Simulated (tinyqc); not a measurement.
Worked calculation: Born-Oppenheimer dynamics on the unrestricted LDA (VWN5)/6-31g surface (energies and gradients from PySCF), for H4+, spin multiplicity 2. Computed by tinyqc, a small Python program that keeps every step (integrals from PySCF). Settings: charge = 1, multiplicity = 2, basis = 6-31g, functional = lda,vwn, time step (fs) = 0.5, steps = 24. Command: `OMP_NUM_THREADS=1 python tinyqc.py 20882 20883 out.jsonl` (the two numbers bound the seeds that draw the settings). One thread of a shared host (Intel(R) Xeon(R) Processor @ 2.60GHz), about 10 s of CPU time with the checks.

## Velocity Verlet step 1

positions (bohr), order 1H, 2H, 3H, 4H:
$$\begin{pmatrix}
-0.056692 & -0.060471 & 0.066140 \\
0.037795 & -0.035905 & 1.317139 \\
-0.077479 & 2.057912 & -0.045353 \\
0.028346 & 1.927521 & 1.371941
\end{pmatrix}$$

velocities (bohr per atomic time unit), order 1H, 2H, 3H, 4H:
$$\begin{pmatrix}
-0.000208750 & -0.000250750 & 0.000371250 \\
0.000293250 & -0.000117750 & -0.000216750 \\
-0.000322750 & 0.000528250 & -0.000223750 \\
0.000238250 & -0.000159750 & 0.000069250
\end{pmatrix}$$

gradient (hartree/bohr), order 1H, 2H, 3H, 4H:
$$\begin{pmatrix}
0.00879453 & 0.06422195 & 0.12136164 \\
-0.01000065 & 0.06551733 & -0.12641212 \\
0.00419161 & -0.07125733 & 0.05066713 \\
-0.00298551 & -0.05848178 & -0.04561657
\end{pmatrix}$$

masses (electron masses): 1H 1837.152588, 2H 1837.152588, 3H 1837.152588, 4H 1837.152588

gradient after step 1 (hartree/bohr), order 1H, 2H, 3H, 4H:
$$\begin{pmatrix}
0.00892795 & 0.06132622 & 0.11010740 \\
-0.01025711 & 0.06286522 & -0.11567975 \\
0.00404906 & -0.06871319 & 0.04403511 \\
-0.00271977 & -0.05547802 & -0.03846272
\end{pmatrix}$$

dt = 0.5 fs = 20.6707 atomic units; x' = x + v dt - g dt^2 / (2m); after the new gradient g', v' = v - (g + g') dt / (2m).

positions after step 1 (bohr), order 1H, 2H, 3H, 4H:
$$\begin{pmatrix}
-0.062029 & -0.073123 & 0.059702 \\
0.045019 & -0.045958 & 1.327359 \\
-0.084638 & 2.077117 & -0.055870 \\
0.033618 & 1.931019 & 1.378677
\end{pmatrix}$$

velocities after step 1 (bohr per atomic time unit), order 1H, 2H, 3H, 4H:
$$\begin{pmatrix}
-0.000308452 & -0.000957051 & -0.000930935 \\
0.000407215 & -0.000839997 & 0.001145196 \\
-0.000369110 & 0.001315688 & -0.000756520 \\
0.000270346 & 0.000481358 & 0.000542258
\end{pmatrix}$$

## Velocity Verlet step 2

gradient after step 2 (hartree/bohr), order 1H, 2H, 3H, 4H:
$$\begin{pmatrix}
0.00637501 & 0.05538453 & 0.07246836 \\
-0.00778443 & 0.05802356 & -0.07860147 \\
0.00317012 & -0.06304170 & 0.03069067 \\
-0.00176044 & -0.05036596 & -0.02455762
\end{pmatrix}$$

As before.

positions after step 2 (bohr), order 1H, 2H, 3H, 4H:
$$\begin{pmatrix}
-0.069444 & -0.100037 & 0.027654 \\
0.054629 & -0.070631 & 1.364483 \\
-0.092738 & 2.112304 & -0.076629 \\
0.039522 & 1.947421 & 1.394359
\end{pmatrix}$$

velocities after step 2 (bohr per atomic time unit), order 1H, 2H, 3H, 4H:
$$\begin{pmatrix}
-0.000394543 & -0.001613636 & -0.001958058 \\
0.000508712 & -0.001520086 & 0.002238172 \\
-0.000409723 & 0.002056907 & -0.001176908 \\
0.000295551 & 0.001076809 & 0.000896794
\end{pmatrix}$$

## Energy conservation

The total energy should stay constant up to terms of order dt^2; the step counts as short enough if it moves by less than 2 % of the largest kinetic energy.

Trajectory:
```
time (fs)  1H-2H (angstrom)  potential (hartree)  kinetic (hartree)  total (hartree)
0.000000           0.664013          -1.68608527         0.00083726      -1.68524801
0.500000           0.673356          -1.69199508         0.00652103      -1.68547405
1.000000           0.710630          -1.70616762         0.02021538      -1.68595224
1.500000           0.766610          -1.72129833         0.03511481      -1.68618352
2.000000           0.831057          -1.73302823         0.04686216      -1.68616607
2.500000           0.896056          -1.74073843         0.05466912      -1.68606930
3.000000           0.956518          -1.74534313         0.05936219      -1.68598094
3.500000           1.009489          -1.74788034         0.06196330      -1.68591704
4.000000           1.053376          -1.74913911         0.06326805      -1.68587106
4.500000           1.087391          -1.74968492         0.06384894      -1.68583598
5.000000           1.111210          -1.74993524         0.06412648      -1.68580876
5.500000           1.124793          -1.75019621         0.06440706      -1.68578915
6.000000           1.128280          -1.75066586         0.06488794      -1.68577792
6.500000           1.121947          -1.75142424         0.06564862      -1.68577563
7.000000           1.106200          -1.75242648         0.06664451      -1.68578197
7.500000           1.081592          -1.75351089         0.06771596      -1.68579493
8.000000           1.048869          -1.75443488         0.06862468      -1.68581020
8.500000           1.009046          -1.75494544         0.06912327      -1.68582217
9.000000           0.963532          -1.75486598         0.06903805      -1.68582794
9.500000           0.914293          -1.75414111         0.06830949      -1.68583162
10.000000          0.864058          -1.75278640         0.06694728      -1.68583912
10.500000          0.816494          -1.75082602         0.06498588      -1.68584013
11.000000          0.776182          -1.74844617         0.06264019      -1.68580598
11.500000          0.748094          -1.74633681         0.06059993      -1.68573687
12.000000          0.736337          -1.74557594         0.05987474      -1.68570120
```

The total energy moves within 9.4e-04 hartree, under 2 % of the largest kinetic energy.
